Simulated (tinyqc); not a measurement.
Inside a calculation. Model: Berg model of reactive sputtering of a nitride or oxide: poisoning, hysteresis and pumping speed. Computed by tinyqc, a small Python program that keeps every step. Command: `OMP_NUM_THREADS=1 python tinyqc.py 3020459 3020460 out.jsonl berg walk`. One thread of a shared host (Intel(R) Xeon(R) Processor @ 2.30GHz), about 0.07 s of CPU time with the checks. Intermediate numbers are printed to about 6 digits and carried at full precision; extremes and crossings named in words are read from the listed rows.

A diatomic gas reacts with bare metal on the target and on the collecting surfaces; ions remove metal and compound from the target. theta_t and theta_c are the compound fractions.

Inputs (values chosen for the exercise, close to those used for aluminium nitride):

| quantity | value | unit |
|---|---|---|
| ion current density J | 27 | mA/cm^2 |
| target area A_t | 140 | cm^2 |
| collecting area A_c | 1400 | cm^2 |
| metal yield Y_m | 0.94 | - |
| compound yield Y_c | 0.16 | - |
| sticking coefficient alpha | 0.6 | - |
| reactive atoms per metal atom z | 1 | - |
| gas mass M | 28 | u |
| pumping speed S | 42 | l/s |
| gas temperature T | 300 | K |
| reactive partial pressure P | 0.085 | Pa |

Constants: e = 1.602176634e-19 C; u = 1.6605390666e-27 kg; k_B = 1.380649e-23 J/K.

## Steady state at the pressure P

Ion flux j = J/e; gas flux F = P/sqrt(2 pi M k_B T). Target: (2/z) alpha F (1 - theta_t) = j Y_c theta_t. Sputtered flows F_c = j Y_c theta_t A_t, F_m = j Y_m (1 - theta_t) A_t. Collector: (2/z) alpha F (1 - theta_c) A_c + F_c (1 - theta_c) = F_m theta_c. Gas use Q = alpha F [(1 - theta_t) A_t + (1 - theta_c) A_c] + P S/(k_B T); 1 sccm = 4.4780e17 molecules/s. Rate R = F_m + F_c, given relative to j Y_m A_t.

ion flux j = 1.68521e+17 1/(cm^2 s)

gas flux F = 2.44356e+17 1/(cm^2 s)

theta_t = 0.915790

theta_c = 0.995509

gas use (sccm): target 3.85996, collector 2.05856, pump 1.92477

total flow Q = 7.84329 sccm

rate relative to clean metal = 0.240089

The target is poisoned. The film is 99.6 % compound.

## Critical pumping speed

P is a single-valued function of the flow Q only if dQ/dP > 0 everywhere: S must exceed k_B T times the steepest fall of the surface terms with P.

pressure of the steepest fall = 0.0133671 Pa

critical pumping speed = 335.963 l/s

S is 0.13 times the critical value: the flow curve is S-shaped and flow control shows hysteresis.

## The hysteresis loop

Turning points solve dQ/dP = 0; a jump keeps Q fixed; the width of the loop is the difference of the two turning flows.

Corners of the loop:

| point | P (Pa) | Q (sccm) | theta_t | theta_c | relative rate |
|---|---|---|---|---|---|
| edge of the metallic branch | 0.007528 | 11.5019 | 0.490611 | 0.771808 | 0.592897 |
| landing, poisoned | 0.298747 | 11.5019 | 0.974504 | 0.999609 | 0.191369 |
| edge of the poisoned branch | 0.074540 | 7.8174 | 0.905094 | 0.994242 | 0.248964 |
| landing, metallic | 0.002060 | 7.8174 | 0.208550 | 0.379481 | 0.826948 |

width of the loop = 3.68447 sccm

Raising the flow past 11.5 sccm drops the rate from 0.593 to 0.191; the metallic mode returns only below 7.82 sccm. The best film reachable on the metallic branch is 77 % compound, so the region between needs pressure feedback. The pressure P of the inputs lies on the poisoned branch.

## Flow curve at three pumping speeds

The formulas are those given above.

Pressure as the free variable:

| P (Pa) | theta_t | theta_c | relative rate | Q at S_c/4 (sccm) | Q at S_c (sccm) | Q at 2 S_c (sccm) |
|---|---|---|---|---|---|---|
| 0.00067 | 0.078953 | 0.147490 | 0.934486 | 3.4433 | 3.5343 | 3.6557 |
| 0.00130 | 0.142605 | 0.263896 | 0.881668 | 5.8203 | 5.9969 | 6.2324 |
| 0.00270 | 0.256750 | 0.459431 | 0.786952 | 9.0752 | 9.4420 | 9.9310 |
| 0.00470 | 0.375518 | 0.635218 | 0.688400 | 11.0411 | 11.6796 | 12.5309 |
| 0.00800 | 0.505815 | 0.787215 | 0.580281 | 11.6740 | 12.7608 | 14.2098 |
| 0.01300 | 0.624518 | 0.886658 | 0.481783 | 11.1667 | 12.9327 | 15.2875 |
| 0.02100 | 0.728760 | 0.945408 | 0.395284 | 10.2048 | 13.0577 | 16.8616 |
| 0.03300 | 0.808505 | 0.974520 | 0.329113 | 9.4364 | 13.9195 | 19.8969 |
| 0.05300 | 0.871480 | 0.989126 | 0.276857 | 9.1812 | 16.3813 | 25.9815 |
| 0.11000 | 0.933659 | 0.997256 | 0.225262 | 10.5440 | 25.4876 | 45.4125 |

At S_c/4 the flow falls with pressure in 4 of the intervals: as the target poisons, less metal arrives to getter the gas. At 2 S_c it rises throughout. Coverages and rate depend on P alone, not on S. The collector converts before the target (theta_c = 0.79 at theta_t = 0.51), since the metal is spread over a larger area and no ions clean it. The rate tends to Y_c/Y_m = 0.170.

Checks made by the program: gas taken up by surfaces against gas bound in the growing film (relative difference below 1e-10).
